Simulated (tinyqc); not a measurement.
# Projection against the Weibull slope

Defects are spread at random, so -ln(1 - F) is proportional to the area: t63(A2) = t63 (A1/A2)^(1/beta), and the time to the share Fp is t63(A2) (-ln(1 - Fp))^(1/beta).

Parameters, values chosen for the exercise:
- A1 = 32 um^2 (area of a test capacitor)
- A2 = 1.1e5 um^2 (gate area of the product)
- Fp = 1e-6 (allowed share of failed products)
- t63 = 28 s (characteristic time of a test capacitor)

Results:

| beta | t63 of the product (s) | time to Fp (s) | decades lost to area | decades lost to the percentile |
|---|---|---|---|---|
| 0.6 | 3.576e-5 | 3.576e-15 | 5.894 | 10.00 |
| 1.15 | 0.02356 | 1.428e-7 | 3.075 | 5.217 |
| 1.7 | 0.2328 | 6.880e-5 | 2.080 | 3.529 |
| 2.25 | 0.7507 | 0.001617 | 1.572 | 2.667 |
| 2.8 | 1.528 | 0.01100 | 1.263 | 2.143 |
| 3.9 | 3.471 | 0.1005 | 0.9067 | 1.538 |
| 4.45 | 4.493 | 0.2015 | 0.7947 | 1.348 |
| 5 | 5.494 | 0.3467 | 0.7072 | 1.200 |

Estimate the missing row, beta = 3.35.

Computed row:

| beta | t63 of the product (s) | time to Fp (s) | decades lost to area | decades lost to the percentile |
|---|---|---|---|---|
| 3.35 | 2.464 | 0.03986 | 1.056 | 1.791 |

With this row back in the table: Both losses go as 1/beta: together 15.9 decades at beta = 0.6 and 1.91 at 5. For small Fp only the ratio Fp/A2 counts, so ten times the area costs as much as a tenth of Fp.

tinyqc, about 0.01 s, one thread, Intel Xeon 2.30GHz (shared host): `OMP_NUM_THREADS=1 python tinyqc.py 2070130 2070131 out.jsonl`
